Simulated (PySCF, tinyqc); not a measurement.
A ladder of methods, and size consistency: correlation methods against full CI in the sto-6g basis, for H6, spin multiplicity 1. Computed by the program tinyqc with PySCF. All electrons correlated; +Q is the Davidson correction (1 - c0^2) E_corr. The last columns treat two copies 100 angstrom apart as one system. FCI is the lowest singlet.

Geometry (angstrom):

| atom | x | y | z |
|---|---|---|---|
| H | 0.0000 | 0.0000 | 0.0000 |
| H | 0.0000 | 0.0000 | 0.9840 |
| H | 0.0000 | 0.0000 | 1.9440 |
| H | 0.0000 | 0.0000 | 2.9280 |
| H | 0.0000 | 0.0000 | 3.8880 |
| H | 0.0000 | 0.0000 | 4.8720 |

RHF energy of one = -3.156853 hartree

Correlation energies (hartree):

| method | E_corr of one | share of FCI (%) | E_corr of two at 100 angstrom | two minus twice one (mhartree) |
|---|---|---|---|---|
| MP2 | -0.06202 | 62.543 | -0.12404 | 0.000 |
| CISD | -0.09474 | 95.540 | -0.17556 | 13.920 |
| CISD+Q | -0.10297 | 103.843 | -0.19928 | 6.671 |
| CCSD | -0.09877 | 99.608 | -0.19755 | 0.000 |
| CCSD(T) | -0.09920 | 100.039 | -0.19840 | 0.000 |
| FCI | -0.09916 | 100.000 | - | - |

What does the comparison show, and why?

MP2 recovers 63 %, CISD 95.5 % and CCSD 99.6 % of the FCI value (c0^2 = 0.913 in CISD). MP2 and coupled cluster are size consistent, so their last column vanishes; CISD loses 13.92 mhartree, since a double excitation on each copy is a quadruple of the pair, and the Davidson correction leaves +6.67. The restricted reference is unstable here: a spin-polarised solution lies 0.0018 hartree lower (PySCF), so results built on it describe a poor reference.
